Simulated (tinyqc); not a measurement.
Zener tunnelling in a reverse-biased junction, two-band WKB: one step of the calculation.

Abrupt p-n junction, depletion approximation. Energies E are counted from the conduction-band edge of the neutral n side; its Fermi level lies at dn, that of the p side at dn - V, and the valence-band edge of the neutral p side at Em = dn + dp - V. Tunnelling needs 0 < E < Em. Two-band dispersion with equal masses m: inside the gap kappa = sqrt(m u (1 - u/Eg)/C), u the distance from a band edge, C = hbar^2/(2 m0).

Task. Width, field and exponent. W = sqrt(2 eps0 eps_r (Vbi - V)(1/Na + 1/Nd)/q), mean field F = (Vbi - V)/W, peak field 2 F. In a uniform field F the exponent is S = pi sqrt(m/C) Eg^1.5/(4 F). Transverse energy Et = C kt^2/m raises it to S (1 + 4 Et/Eg), so T = exp(-S) exp(-Et/Eb) with Eb = Eg/(4 S). KJ = (2 q^2/h) m/(4 pi C) (times 1e14 for A/cm^2 per eV^2).

Parameters, values chosen for the exercise; band and dielectric values close to those of indium arsenide: band gap Eg = 0.356 eV; relative permittivity eps_r = 15; band-edge mass of the two-band model m = 0.026 m0; acceptor density Na = 4.8e18 cm^-3; donor density Nd = 1.7e18 cm^-3; bias of the p side V = -1.3 V.

Constants: q = 1.602176634e-19 C, hbar = 1.054571817e-34 J s, m0 = 9.1093837015e-31 kg, eps0 = 8.8541878128e-14 F/cm where lengths are in cm, hbar^2/(2 m0) = 0.0380998212 eV nm^2. Results are converted to the units shown.

Vbi = 0.57782764 V

Find: W; mean field; S; exp(-S); Eb; tunnelling length Eg/F.

Result.

W = 49.80 nm
mean field = 0.3771 MV/cm
S = 3.655
exp(-S) = 0.02587
Eb = 24.35 meV
tunnelling length Eg/F = 9.441 nm

Range of the model: Parabolic densities of states, no band tails and no gap narrowing, all of which matter at such doping.

tinyqc, about 0.02 s, one thread, Intel Xeon 2.30GHz (shared host): `OMP_NUM_THREADS=1 python tinyqc.py 2620117 2620118 out.jsonl`
